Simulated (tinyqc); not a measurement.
Inside a calculation. Method: lattice vibrations of a chain. One step of it, computed by the program tinyqc.

Task: Dynamical matrix at q = 0.16. q is in units of 2 pi/a. A spring k from atom i to atom j, n cells on, adds k to Phi_ii and Phi_jj, -k exp(2 pi i q n) to Phi_ij and the conjugate to Phi_ji (for one atom a cell: 2k (1 - cos 2 pi q n)); D_ij = Phi_ij / sqrt(m_i m_j).

A chain moving along its axis:
```
atom                mass (u)  spring to the next atom (eV/angstrom^2)
1                  74.100000                                19.500000
2                  80.500000                                19.800000
3                  59.200000                                 2.400000
second neighbours          -                                 1.400000
```

Give: D(q).

Result:

D(q) (eV/(angstrom^2 u)):
$$\begin{pmatrix}
0.333 & -0.262+0.015i & -0.041+0.031i \\
-0.262-0.015i & 0.523 & -0.298+0.017i \\
-0.041-0.031i & -0.298-0.017i & 0.422
\end{pmatrix}$$
